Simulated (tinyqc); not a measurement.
Global model of a low-pressure process discharge: electron temperature, density, ion flux and ion energy: one step, computed by the program tinyqc. Command: `OMP_NUM_THREADS=1 python tinyqc.py 3111836 3111837 out.jsonl plasma walk`. One thread of a shared host (Intel(R) Xeon(R) Processor @ 2.30GHz), about 0.01 s of CPU time with the checks.

Maxwellian electrons with temperature T_e in eV, one positive ion, no negative ions, uniform bulk density n; rate constants have the Arrhenius form.

Problem. Geometry factors. n_g = p/(k_B T_g); lambda_i = 1/(n_g sigma); h_L = 0.86/sqrt(3 + L/(2 lambda_i)), h_R = 0.8/sqrt(4 + R/lambda_i); A_eff = 2 pi R^2 h_L + 2 pi R L h_R; d_eff = pi R^2 L/A_eff.

Inputs (values chosen for the exercise, of the order of those of an inductive discharge in a simple atomic gas):

| quantity | value | unit |
|---|---|---|
| ion-neutral cross section | 9.7e-19 | m^2 |
| pressure p | 0.68 | Pa |
| gas temperature T_g | 400 | K |
| radius R | 15 | cm |
| height L | 17 | cm |

Constants: k_B = 1.380649e-23 J/K.

Give: gas density n_g; ion mean free path; h_L; h_R; A_eff; d_eff.

Solution.

gas density n_g = 1.2313e+20 1/m^3

ion mean free path = 0.83726 cm

h_L = 0.23714

h_R = 0.17089

A_eff = 609.05 cm^2

d_eff = 19.730 cm
